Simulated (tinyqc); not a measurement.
Fermi-Dirac statistics of conduction electrons: sweeps and comparisons. A value that a table varies takes the place of the one given here.

Non-parabolic band E (1 + alpha E) = c k^2/m: n = Nc (2/sqrt(pi)) integral_0^infinity sqrt(x (1 + a x)) (1 + 2 a x) dx/(1 + exp(x - eta)) with a = alpha kT and eta = (EF - Ec)/kT; a = 0 gives n = Nc F_1/2(eta).

Constants: hbar^2/2m0 = 3.80998211 eV angstrom^2; kB = 8.617333262e-05 eV/K.

Inputs chosen for the exercise (near those of InSb, lowest valleys alone; shifted at random, so the results belong to these values and not to a real crystal):
- m = 0.0138 m0 (density-of-states mass of the conduction band)
- T = 200 K
- alpha = 4.89 1/eV (non-parabolicity)
- n = 2.4e+16 1/cm^3 (electron density)

## Parabolic against non-parabolic filling

N = 2 (m kB T/(4 pi c))^(3/2) with c = hbar^2/2m0, in 1/angstrom^3; times 1e24 for 1/cm^3. k_F = (3 pi^2 n)^(1/3) and the energy E0 that solves E (1 + alpha E) = c k_F^2/m give the limit of zero temperature.

EF - Ec (meV):

| n (1/cm^3) | parabolic | non-parabolic | non-parabolic, 0 K |
|---|---|---|---|
| 2.0e+15 | -40.9 | -46.1 | 4.1 |
| 9.0e+15 | -13.1 | -19.0 | 10.9 |
| 3.0e+16 | 13.3 | 5.3 | 22.9 |
| 1.0e+17 | 52.0 | 36.3 | 46.4 |
| 3.0e+17 | 116.3 | 77.5 | 84.0 |
| 1.0e+18 | 263.3 | 147.5 | 151.7 |

Non-parabolicity lowers EF by 5.2 meV at the lowest density and by 115.8 meV at the highest, where alpha (EF - Ec) = 0.72. Temperature lowers EF below its 0 K value by 50.2 meV at the lowest density and by 4.2 meV at the highest. EF enters the band between 9e+15 and 3e+16 1/cm^3.

## What moves the Fermi level

N = 2 (m kB T/(4 pi c))^(3/2) with c = hbar^2/2m0, in 1/angstrom^3; times 1e24 for 1/cm^3. Each row changes one parameter from the base and keeps the others.

Results:

| case | parabolic EF - Ec (meV) | non-parabolic EF - Ec (meV) |
|---|---|---|
| base | 7.89 | 0.48 |
| m = 0.0124 m0 | 11.77 | 3.92 |
| T = 175 K | 11.17 | 4.94 |
| n = 4.8e+16 1/cm^3 | 26.17 | 16.22 |
| alpha = 7.335 1/eV | 7.89 | -2.46 |

The largest shifts from the base row, up to three for each result and ties (the steps differ in size, so this ranks the rows, not the parameters). parabolic EF - Ec (meV): n +18.27, m +3.88, T +3.27; unchanged at the printed digits by alpha. non-parabolic EF - Ec (meV): n +15.74, T +4.46, m +3.45.

Program tinyqc; command `OMP_NUM_THREADS=1 python tinyqc.py 1651946 1651947 out.jsonl`; about 0.01 s on one thread of a shared Intel(R) Xeon(R) Processor @ 2.30GHz.
